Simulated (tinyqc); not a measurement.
Single-junction solar cell, detailed-balance limit: two steps of the calculation.

Every photon above the gap Eg makes one pair and none below is absorbed; carriers thermalise at T and move without loss. Jsc = q fs X Phi(Eg, Ts); the dark current is J0 = q ge Phi(Eg, T)/ERE with the Boltzmann factor exp(V/Vt). The efficiency is the electrical power over fs X sigma Ts^4.

Parameters, values chosen for the exercise: temperature of the black-body sun Ts = 5778 K; band gap Eg = 1.65 eV.

Constants: q = 1.602176634e-19 C, kB = 1.380649e-23 J/K, h = 6.62607015e-34 J s, c = 299792458 m/s. Results are converted to the units shown.

Question 1. Photon flux of the source, term by term. Photon flux above E from a black body at temperature T into a hemisphere: Phi(E, T) = A sum_k exp(-k E/th)[E^2 th/k + 2 E th^2/k^2 + 2 th^3/k^3], k = 1, 2, ..., with th = kB T/q in eV and A = 2 pi q^3/(h^3 c^2). The first six terms at E = Eg, T = Ts are listed; the flux takes all.

Give: th; A; terms k = 1..6; Phi(Eg, Ts).

Answer 1.

th = 0.49791 eV
A = 9.8833e22 cm^-2 s^-1 eV^-3
terms k = 1..6 (eV^3): [0.088049, 0.0012083, 2.6564e-5, 6.8962e-7, 1.9476e-8, 5.7869e-10]
Phi(Eg, Ts) = 8.8243e21 cm^-2 s^-1

Question 2. Maximum power point by substitution. v = Vmp/Vt solves (1 + v) exp(v) = 1 + Jsc/J0; v(new) = ln[(1 + Jsc/J0)/(1 + v)].

v at the start = 0
Jsc = 3053.8173 mA/cm^2
J0 = 1.4219128e-19 mA/cm^2

Wanted: v after iteration 1.

Answer 2.

v after iteration 1 = 51.42

tinyqc, about 0.01 s, one thread, Intel Xeon 2.30GHz (shared host): `OMP_NUM_THREADS=1 python tinyqc.py 2820004 2820005 out.jsonl`
